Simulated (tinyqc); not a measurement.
# IGBT as a p-i-n diode in series with a MOS channel, on-state and switching loss, step by step

tinyqc, about 0.01 s, one thread, Intel Xeon 2.30GHz (shared host): `OMP_NUM_THREADS=1 python tinyqc.py 2590042 2590043 out.jsonl` Printed values are rounded.

High injection (n = p) in a drift layer from x = -W/2 (anode) to +W/2 (cathode side), recombination only in the layer with lifetime tau, ideal emitters. The channel feeds the cathode side and carries the whole current. Auger recombination, carrier-carrier scattering, emitter losses and the carrier dip under the p body are left out.

Values chosen for this exercise; material values close to those of silicon:
- T = 300 K (temperature)
- Eg = 1.11 eV (band gap)
- Nc = 2.84e19 cm^-3 (conduction-band density of states at T)
- Nv = 2.69e19 cm^-3 (valence-band density of states at T)
- mn = 1400 cm^2/(V s) (electron mobility)
- mp = 480 cm^2/(V s) (hole mobility)
- W = 60 um (width of the drift layer)
- Nd = 1.5e14 cm^-3 (doping of the drift layer)
- tau = 0.16 us (high-injection lifetime)
- J = 50 A/cm^2 (current density)
- Rch = 0.52 mohm cm^2 (channel and accumulation resistance)
- Vdc = 400 V (link voltage)
- ks = 0.13 (turn-off energy per stored charge and link voltage)
- f = 2 kHz (switching frequency)

Constants: q = 1.602176634e-19 C, kB = 1.380649e-23 J/K, Vt = kB T/q. Results are converted to the units shown.

## Ambipolar length

b = mn/mp, B = (b - 1)/(b + 1), La = sqrt(2 Vt mn mp tau/(mn + mp)), y = W/(2 La).

b = 2.91667
B = 0.489362
La = 17.1960 um
y = 1.74459

## Carrier profile

2 x/W, point 0 to 8: [-1, -0.75, -0.5, -0.25, 0, 0.25, 0.5, 0.75, 1]

n(x) = (tau J/(2 q La))[cosh(x/La)/sinh y - B sinh(x/La)/cosh y]. x/La = (2 x/W) y.

n, point 0 to 8 (cm^-3): [2.21167e16, 1.45210e16, 9.73164e15, 6.82301e15, 5.23299e15, 4.65429e15, 4.97508e15, 6.25735e15, 8.74890e15]

The density is 2.53 times higher at the anode than at the cathode side, since holes are the slower carriers; its smallest listed value is 31.0 times Nd.

## On-state voltage

n(x) = (tau J/(2 q La))[cosh(x/La)/sinh y - B sinh(x/La)/cosh y]. Vm = Vt [(8 b/(b + 1)^2)(sinh y/s) arctan(s sinh y) + B ln((1 + B tanh^2 y)/(1 - B tanh^2 y))], s = sqrt(1 - B^2 tanh^2 y); Vj = Vt ln(n(-W/2) n(W/2)/ni^2), ni = sqrt(Nc Nv) exp(-Eg/(2 Vt)), Eg in volts; Vc = J Rch; Von = Vm + Vj + Vc.

Vm = 0.157375 V
Vj = 0.717340 V
Vc = 0.026 V
Von = 0.900715 V

Vm does not depend on J, since the carrier density grows with it. Junctions, layer and channel take 80, 17 and 2.9 % of Von.

## Stored charge, losses and the unipolar alternative

Stored charge tau J, turn-off energy Eoff = ks tau J Vdc, loss at half duty 0.5 J Von + f Eoff. A unipolar device on the same layer has Vu = J (W/(q mn Nd) + Rch).

stored charge = 8 uC/cm^2
Eoff = 0.416 mJ/cm^2
conduction loss = 22.5179 W/cm^2
switching loss = 0.832 W/cm^2
Vu = 8.94244 V

Both losses would be equal at f = 54.1 kHz.
